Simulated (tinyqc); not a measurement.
Worked calculation: carrier statistics of a doped semiconductor with parabolic bands. Values are carried at full precision from step to step, so a last printed digit may differ when a step is redone from the rounded ones.

Constants: kB = 8.617333262e-05 eV/K; hbar^2/2m0 = 3.80998211 eV angstrom^2.

Values chosen for the exercise (near those of Si; shifted at random, so the results belong to these values and not to a real crystal):

| symbol | value | unit | meaning |
|---|---|---|---|
| Eg0 | 1.173 | eV | gap at 0 K |
| al | 0.000477 | eV/K | Varshni alpha |
| be | 637 | K | Varshni beta |
| T | 150 | K |  |
| ml | 0.913 | m0 | longitudinal electron mass |
| mt | 0.189 | m0 | transverse electron mass |
| Mv | 6 |  | equivalent valleys |
| mhh | 0.534 | m0 | heavy-hole mass |
| mlh | 0.154 | m0 | light-hole mass |
| ND | 2.2e+12 | 1/cm^3 | donors |
| NA | 1.6e+18 | 1/cm^3 | acceptors |
| ED | 0.0454 | eV | donor level below Ec |
| EA | 0.0446 | eV | acceptor level above Ev |

## Gap and thermal energy

Eg(T) = Eg0 - al T^2/(T + be) (Varshni).

Eg = 1.15936 eV
kT = 0.012926 eV

The gap has shrunk by 13.6 meV from 0 K and is 89.7 kT wide.

## Effective densities of states

m_de = Mv^(2/3) (ml mt^2)^(1/3); m_dh = (mhh^(3/2) + mlh^(3/2))^(2/3); N = 2 (m kB T/(4 pi c))^(3/2) with c = hbar^2/2m0, in 1/angstrom^3; times 1e24 for 1/cm^3.

m_de = 1.0550 m0
m_dh = 0.5878 m0
Nc = 9.6134e+18 1/cm^3
Nv = 3.9983e+18 1/cm^3

The light holes supply 13.4 % of Nv, and Nc/Nv = 2.4.

## Intrinsic density and level

With Boltzmann statistics ni = sqrt(Nc Nv) exp(-Eg/2kT) and Ei = Eg/2 + (kT/2) ln(Nv/Nc), counted from Ev.

ni = 0.207 1/cm^3
Ei = 0.5740 eV

Ei lies 5.7 meV below midgap, towards the band with the smaller density of states.

## Neutrality by bisection

Energies are counted from Ev, so Ec = Eg. n = Nc F_1/2((EF - Eg)/kT), p = Nv F_1/2(-EF/kT), ND+ = ND/(1 + 2 exp((EF - Eg + ED)/kT)), NA- = NA/(1 + 4 exp((EA - EF)/kT)); neutrality asks p + ND+ = n + NA-. F_j(eta) = (1/Gamma(j + 1)) integral_0^infinity x^j dx/(1 + exp(x - eta)), which tends to exp(eta) for eta << 0.

Start from the bracket [-0.2 eV, Eg + 0.2 eV]; at the midpoint EF take the sign of p + ND+ - n - NA-; where it is positive EF must rise. Fourteen steps are shown.

Bisection (eV, 1/cm^3):

| step | low | high | EF | n | p | ND+ | NA- | sign |
|---|---|---|---|---|---|---|---|---|
| 1 | -0.20000 | 1.35936 | 0.57968 | 0.321 | 0.133 | 2.20e+12 | 1.60e+18 | - |
| 2 | -0.20000 | 0.57968 | 0.18984 | 2.56e-14 | 1.67e+12 | 2.20e+12 | 1.60e+18 | - |
| 3 | -0.20000 | 0.18984 | -0.00508 | 7.23e-21 | 4.13e+18 | 2.20e+12 | 8.52e+15 | + |
| 4 | -0.00508 | 0.18984 | 0.09238 | 1.36e-17 | 3.15e+15 | 2.20e+12 | 1.46e+18 | - |
| 5 | -0.00508 | 0.09238 | 0.04365 | 3.14e-19 | 1.35e+17 | 2.20e+12 | 3.02e+17 | - |
| 6 | -0.00508 | 0.04365 | 0.01929 | 4.76e-20 | 8.35e+17 | 2.20e+12 | 5.45e+16 | + |
| 7 | 0.01929 | 0.04365 | 0.03147 | 1.22e-19 | 3.40e+17 | 2.20e+12 | 1.33e+17 | + |
| 8 | 0.03147 | 0.04365 | 0.03756 | 1.96e-19 | 2.15e+17 | 2.20e+12 | 2.03e+17 | + |
| 9 | 0.03756 | 0.04365 | 0.04060 | 2.48e-19 | 1.70e+17 | 2.20e+12 | 2.48e+17 | - |
| 10 | 0.03756 | 0.04060 | 0.03908 | 2.20e-19 | 1.91e+17 | 2.20e+12 | 2.24e+17 | - |
| 11 | 0.03756 | 0.03908 | 0.03832 | 2.08e-19 | 2.03e+17 | 2.20e+12 | 2.13e+17 | - |
| 12 | 0.03756 | 0.03832 | 0.03794 | 2.02e-19 | 2.09e+17 | 2.20e+12 | 2.08e+17 | + |
| 13 | 0.03794 | 0.03832 | 0.03813 | 2.05e-19 | 2.06e+17 | 2.20e+12 | 2.11e+17 | - |
| 14 | 0.03794 | 0.03813 | 0.03804 | 2.03e-19 | 2.07e+17 | 2.20e+12 | 2.09e+17 | - |

Each step halves the bracket, which is 0.190 meV wide at the last row.

## The neutral state

Solve the neutrality condition for EF to convergence.

EF = 0.0380 eV
n = 2.02e-19 1/cm^3
p = 2.08e+17 1/cm^3
ND+ = 2.20e+12 1/cm^3
NA- = 2.08e+17 1/cm^3

The material is p-type; 13.0 % of the acceptors are ionised. EF lies 2.94 kT inside the gap from the valence edge, so the Fermi integral is needed; n p/(Nc Nv exp(-Eg/kT)) = 0.982.

## Checks

- F_1/2(1) by the trapezoid rule against adaptive quadrature: both 1.575641.
- Positive against negative charge at the solution (1/cm^3): both 2.08189e+17.

tinyqc: `OMP_NUM_THREADS=1 python tinyqc.py 1650253 1650254 out.jsonl`; about 0.01 s, one thread, shared Intel(R) Xeon(R) Processor @ 2.30GHz.
